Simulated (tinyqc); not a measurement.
Coherent transport through a tight-binding region between two chains, step by step. Computed by tinyqc, a small Python program that keeps every step. Settings: temperature = 77, mu = -0.3. Command: `OMP_NUM_THREADS=1 python tinyqc.py 29099 29100 out.jsonl` (the two numbers bound the seeds that draw the settings). One thread of a shared host (Intel(R) Xeon(R) Processor @ 2.60GHz), about 0.07 s of CPU time with the checks.

## Transmission at E = -0.44 eV

H of the central region (eV):
$$\begin{pmatrix}
-0.8000 & -1.0600 & 0.0000 & -1.0600 \\
-1.0600 & 0.1100 & -1.0600 & 0.0000 \\
0.0000 & -1.0600 & -0.1400 & -1.0600 \\
-1.0600 & 0.0000 & -1.0600 & -0.4900
\end{pmatrix}$$

Leads: semi-infinite chains with site energy 0:
```
parameter                           value
lead hopping t (eV)              2.890000
coupling to the left lead (eV)   0.970000
coupling to the right lead (eV)  0.710000
left contact site                       1
right contact site                      4
```

E = -0.4400 eV

Surface Green function g = (E - i sqrt(4 t^2 - E^2)) / (2 t^2); self-energy tc^2 g on each contact site; G = (E - H - Sigma)^(-1); Gamma = -2 Im Sigma; T = Gamma_L Gamma_R |G_LR|^2; local density of states -Im G_ii / pi.

g = -0.0263-0.3450i 1/eV

G (1/eV):
$$\begin{pmatrix}
0.6957-2.7630i & 0.2832+0.0540i & -0.5488+2.7910i & -0.4385+0.7359i \\
0.2832+0.0540i & -1.8598-0.6199i & -0.3048-0.3757i & 1.7736+0.5136i \\
-0.5488+2.7910i & -0.3048-0.3757i & 0.3907-2.9859i & 1.3587-0.4694i \\
-0.4385+0.7359i & 1.7736+0.5136i & 1.3587-0.4694i & -1.3890-0.6465i
\end{pmatrix}$$

local density of states (1/eV): [0.8795, 0.1973, 0.9504, 0.2058]

transmission = 0.1657

## Transmission across the band

The same steps on a grid of energies.

T(E):
```
E (eV)            T
-5.491000  8.23e-05
-4.941900  4.13e-04
-4.392800    0.0013
-3.843700    0.0045
-3.294600    0.0214
-2.745500    0.3298
-2.196400    0.1801
-1.647300    0.0620
-1.098200    0.0613
-0.549100    0.2112
0.000000   2.69e-04
0.549100     0.0027
1.098200     0.0130
1.647300     0.1408
2.196400     0.0558
2.745500     0.0068
3.294600     0.0020
3.843700     0.0008
4.392800   3.13e-04
4.941900   1.19e-04
5.491000   2.77e-05
```

levels of the isolated region (eV): [-2.5014, -0.4710, -0.1879, 1.8403]

## Current

I = (2e/h) int T(E) [f(E - mu - V/2) - f(E - mu + V/2)] dE at 77 K with mu = -0.3 eV, the bias not changing H; 2e^2/h = 77.48092 microsiemens; the integral runs over the band on 4001 points.

Current:
```
V (volt)  I (microampere)
0.0100             0.0368
0.0500             0.1855
0.1000             0.3794
0.2000             0.8279
0.4000             2.1713
0.8000             5.0216
```
